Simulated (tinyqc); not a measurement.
Quasi-harmonic thermal expansion with mode Grueneisen parameters: one step, computed by the program tinyqc.

A crystal with two atoms a cell; per atom there are 1 transverse acoustic (TA), 1/2 longitudinal acoustic (LA) and 3/2 optical (O) modes. Every frequency of group i scales as nu_i (V/V0)^(-gamma_i). Each group has one frequency. Static energy: E = (9 V0 B0/16) [y^3 B' + y^2 (2 - 4 y)], y = (V0/V)^(2/3) - 1, with pressure P_s = (3 B0/2) (z^7 - z^5) [1 + (3/4)(B' - 4)(z^2 - 1)], z = (V0/V)^(1/3).

Question. Mode groups at the static volume. For a mode with x = h nu/(k_B T), n = 1/(exp(x) - 1): U = h nu (n + 1/2), C/k_B = x^2 n (n + 1); U_i and C_i sum these over group i with its weight per atom. Phonon pressure P_ph = sum_i gamma_i U_i/V.

Inputs (values chosen for the exercise, for a model crystal):
```
quantity                       value             unit
static volume V0                22.3  angstrom^3/atom
frequency nu_TA                 3.89              THz
frequency nu_LA                 9.47              THz
frequency nu_O                  11.7              THz
Grueneisen parameter gamma_TA    1.1                -
Grueneisen parameter gamma_LA   0.86                -
Grueneisen parameter gamma_O     1.2                -
temperature T                    800                K
```

Acoustic groups: Einstein.

Constants: h x 1 THz = 4.135667696 meV; k_B = 8.617333262e-05 eV/K; 1 eV/angstrom^3 = 160.2176634 GPa.

Give: Groups; phonon pressure at V0.

Answer.

Groups:
```
group  h nu_i/(k_B T)  U_i (meV)  C_i (k_B)  gamma_i C_i (k_B)
TA            0.23336     69.251    0.99547             1.0950
LA            0.56811     35.391    0.48677            0.41862
O             0.70189     107.62     1.4399             1.7279
```

phonon pressure at V0 = 1.6938 GPa
